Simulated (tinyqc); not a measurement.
# Vacuum evaporation: vapour pressure, source flux, thickness distribution, purity and step coverage, step by step

A worked calculation. Computed by tinyqc, a small Python program that keeps every step. Command: `OMP_NUM_THREADS=1 python tinyqc.py 3113294 3113295 out.jsonl evap walk`. One thread of a shared host (Intel(R) Xeon(R) Processor @ 2.30GHz), about 0.01 s of CPU time with the checks. Intermediate numbers are printed to about 5 digits and carried at full precision; extremes and crossings named in words are read from the listed rows.

Molecular flow, unit sticking of the metal, no re-evaporation. The background gas is taken as water vapour (18.015 g/mol, collision diameter 0.37 nm) at 300 K.

Inputs (values chosen for the exercise, modelled on titanium, with constants for the liquid):
```
quantity,value,unit
molar mass M,47.87,g/mol
film density rho,4.51,g/cm^3
vapour-pressure constant A,11.35,-
vapour-pressure constant B,22720,K
source temperature T,2080,K
source area,4.9,cm^2
directionality n,4,-
source-to-wafer distance h,41,cm
wafer radius R,15,cm
source offset from the axis s/h,0.75,-
background pressure p,1e-07,Pa
sticking of background gas,0.9,-
aspect ratio of a trench,1.8,-
```

Constants: u = 1.6605390666e-27 kg; k_B = 1.380649e-23 J/K; R = 8.314462618 J/(mol K).

## Vapour pressure and flux

log10(p_v/Pa) = A - B/T; flux from the surface Phi = p_v/sqrt(2 pi m k_B T), m = M u. Mass loss = Phi x area x m; heat of evaporation = ln(10) R B; d ln Phi/dT = ln(10) B/T^2 - 1/(2 T).

vapour pressure p_v = 2.6725 Pa

flux Phi = 2.2315e+18 1/(cm^2 s)

mass loss = 3.1291 g/h

heat of evaporation = 434.97 kJ/mol

change of flux per kelvin = 1.1852 %/K

Holding the rate to 1 % needs the temperature to about 0.84 K.

## Rate and uniformity on a fixed wafer above the source

A small source emits (n + 1) Phi area cos^n(phi)/(2 pi) per solid angle; on a parallel plane at height h and lateral distance l the arrival rate is (n + 1) Phi area/(2 pi h^2) x (1 + (l/h)^2)^(-(n + 3)/2). Growth rate = arrival rate x m/rho, m = M u. The wafer is fixed and centred above the source.

arrival rate at the centre = 5.1763e+15 1/(cm^2 s)

growth rate at the centre = 0.91234 nm/s

edge over centre = 0.64425

non-uniformity (max - min)/(max + min) = 21.636 %

share of the material that lands on the wafer, 1 - (1 + (R/h)^2)^(-(n + 1)/2) = 26.951 %

## Offset source and rotation

Rotating wafer, source offset by s and facing upwards: thickness at radius r is the mean over the angle a of (1 + (r^2 + s^2 - 2 r s cos a)/h^2)^(-(n + 3)/2), by 360 equal steps; non-uniformity (max - min)/(max + min) over 21 radii from 0 to R.

centre thickness relative to an axial source = 0.20972

edge over centre, rotating = 1.1473

non-uniformity, rotating = 6.8604 %

## Choosing the offset

The curvature at the centre vanishes at s/h = sqrt(2/(n + 3)).

Against the offset:
```
s/h,centre thickness,edge over centre,non-uniformity (%)
0.0,1.0000,0.6443,21.636
0.2,0.8717,0.6961,17.918
0.4,0.5948,0.8371,8.867
0.5,0.4579,0.9275,3.762
0.6,0.3409,1.0204,1.143
0.7,0.2477,1.1078,5.113
0.8,0.1770,1.1833,8.398
0.9,0.1254,1.2436,10.859
1.1,0.0623,1.3169,13.679
```

The best row, s/h = 0.6, has 1.1 % against 22 % on the axis, at the price of a rate lower by a factor 2.93; the small-wafer optimum is sqrt(2/(n + 3)) = 0.53.

## Scattering and purity

Mean free path lambda = k_B T_g/(sqrt2 pi d^2 p); unscattered share exp(-h/lambda); gas arrival p/sqrt(2 pi m_g k_B T_g); impurity ratio = sticking x gas arrival/metal arrival; monolayer time = 1e15 cm^-2/(sticking x gas arrival).

mean free path = 68098 m

unscattered share = 0.99999

gas arrival rate = 3.5840e+11 1/(cm^2 s)

impurity ratio = 6.2314e-05

monolayer time = 3100.2 s

## A trench at the wafer edge

Fixed wafer, axial point source, trench running tangentially at r = R: the beam arrives at tan(a) = R/h. Shadowed share of the floor = aspect ratio x tan(a) (at most 1); the wall facing the source grows at tan(a) times the field rate, the other wall not at all.

angle a = 20.095 degrees

shadowed share of the floor = 0.65854

wall over field thickness = 0.36585

Checks made by the program: share on the wafer by quadrature (relative difference 1e-08).
